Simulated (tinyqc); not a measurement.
# Random telegraph noise from one oxide trap in a small MOSFET: what changes with what

An acceptor-like trap exchanges electrons with the channel. Inversion charge Q = Cox u, u = n Vt W0(exp((Vg - VT)/(n Vt))), W0 the Lambert function, n = nf, Cox = eps0 eox/tox; linear regime Id = (W/L) mu Q Vd. Relative to threshold the surface potential rises by Vt ln(u/u0) and the oxide voltage by the rest of Vg - VT, with u0 = n Vt W0(1).

Inputs (values chosen for the exercise); values of the order met in silicon transistors:

| symbol | value | unit | meaning |
|---|---|---|---|
| T | 350 | K | temperature |
| eox | 22.6 |  | relative permittivity of the gate insulator (close to hafnium oxide) |
| tox | 4.2 | nm | insulator thickness |
| xt | 1.3 | nm | depth of the trap from the channel interface |
| E0 | 0.35 | eV | trap level above the channel Fermi level at threshold |
| s0 | 4e-15 | cm^2 | capture prefactor |
| EB | 0.53 | eV | capture barrier (lattice relaxation) |
| lt | 0.16 | nm | tunnelling decay length |
| vth | 1.1e7 | cm/s | thermal velocity |
| zi | 2 | nm | thickness of the inversion layer |
| VT | 0.22 | V | threshold voltage |
| nf | 1.26 |  | body factor |
| W | 94 | nm | gate width |
| L | 180 | nm | gate length |
| mu | 250 | cm^2/(V s) | mobility |
| asc | 0 | V s | scattering coefficient of the charged trap |
| Vd | 0.05 | V | drain voltage |
| Vg | 1.06 | V | gate voltage |

Constants: q = 1.602176634e-19 C, kB = 1.380649e-23 J/K, Vt = kB T/q, eps0 = 8.8541878128e-14 F/cm where lengths are in cm. Results are converted to the units shown.

Each table varies one quantity; the others keep the values above.

## Time constants and noise against gate voltage

N = Cox u/q; dpsi = Vt ln(u/u0); E = E0 - dpsi - (xt/tox)(Vg - VT - dpsi); capture time tc = 1/[(N/zi) vth s0 exp(-xt/lt - EB/Vt)]; emission time te = tc exp(-E/Vt); occupancy te/(tc + te). A = W L; threshold step dV = q (1 - xt/tox)/(Cox A); gm/Id = 1/(u + n Vt); relative step dI/I = (gm/Id) dV + asc mu/A. fc = (1/tc + 1/te)/(2 pi); rms = (dI/I) sqrt(tc te)/(tc + te).

Results:

| Vg (V) | E (eV) | tc (s) | te (s) | occupancy | dI/I (%) | fc (Hz) | rms dI/I (%) |
|---|---|---|---|---|---|---|---|
| 0.87 | 0.08140 | 0.04031 | 0.002712 | 0.06303 | 0.02340 | 62.64 | 0.005686 |
| 0.93 | 0.06080 | 0.03656 | 0.004870 | 0.1176 | 0.02135 | 37.04 | 0.006876 |
| 0.99 | 0.04036 | 0.03343 | 0.008768 | 0.2078 | 0.01962 | 22.91 | 0.007960 |
| 1.11 | -9.017e-5 | 0.02851 | 0.02860 | 0.5007 | 0.01687 | 11.15 | 0.008436 |
| 1.17 | -0.02015 | 0.02655 | 0.05178 | 0.6610 | 0.01576 | 9.067 | 0.007461 |
| 1.23 | -0.04011 | 0.02484 | 0.09390 | 0.7908 | 0.01479 | 8.103 | 0.006014 |
| 1.29 | -0.05998 | 0.02333 | 0.1705 | 0.8796 | 0.01392 | 7.756 | 0.004530 |
| 1.35 | -0.07979 | 0.02199 | 0.3098 | 0.9337 | 0.01315 | 7.752 | 0.003271 |

Estimate the missing row, Vg = 1.05 V.

Computed row:

| Vg (V) | E (eV) | tc (s) | te (s) | occupancy | dI/I (%) | fc (Hz) | rms dI/I (%) |
|---|---|---|---|---|---|---|---|
| 1.05 | 0.02007 | 0.03078 | 0.01582 | 0.3395 | 0.01814 | 15.23 | 0.008592 |

With this row back in the table: tc falls from 0.0403 to 0.0220 s as the channel fills and te rises from 0.00271 to 0.310 s; they are equal at Vg = 1.11 V, where E = 0. The rms noise goes from 0.00569 through a maximum of 0.00859 (at Vg = 1.05 V among the rows listed) to 0.00327 %. The slope -Vt d ln(tc/te)/dVg is 0.343 between the first two rows and 0.330 between the last two; it tends to xt/tox = 0.310 only when the surface potential stops moving.

## Effect of the gate length

Same model as above.

The same in every row: E (eV) = 0.01671; tc (s) = 0.03038; te (s) = 0.01746; occupancy = 0.3650; fc (Hz) = 14.35.

Result of one run:

| L (nm) | dI/I (%) | rms dI/I (%) |
|---|---|---|
| 500 | 0.006451 | 0.003106 |

What becomes of these results when the gate length L is changed from 500 to 41 nm, all else the same?

Result of the changed run:

| L (nm) | dI/I (%) | rms dI/I (%) |
|---|---|---|
| 41 | 0.07867 | 0.03787 |

The whole series:

| L (nm) | dI/I (%) | rms dI/I (%) |
|---|---|---|
| 15 | 0.2150 | 0.1035 |
| 25 | 0.1290 | 0.06211 |
| 41 | 0.07867 | 0.03787 |
| 67 | 0.04814 | 0.02318 |
| 110 | 0.02932 | 0.01412 |
| 180 | 0.01792 | 0.008627 |
| 300 | 0.01075 | 0.005176 |
| 500 | 0.006451 | 0.003106 |

As L goes from 15 to 500, tc stays at 0.0304 s, te stays at 0.0175 s and dI/I falls from 0.215 to 0.00645 %. The step goes as 1/(W L), while the times do not depend on the size.

Range of the model: VT is taken as given; short-channel effects and the uneven flow of current among few electrons are left out.

Program tinyqc, `OMP_NUM_THREADS=1 python tinyqc.py 2710056 2710057 out.jsonl`; Intel Xeon 2.30GHz, shared host, one thread, about 0.01 s.
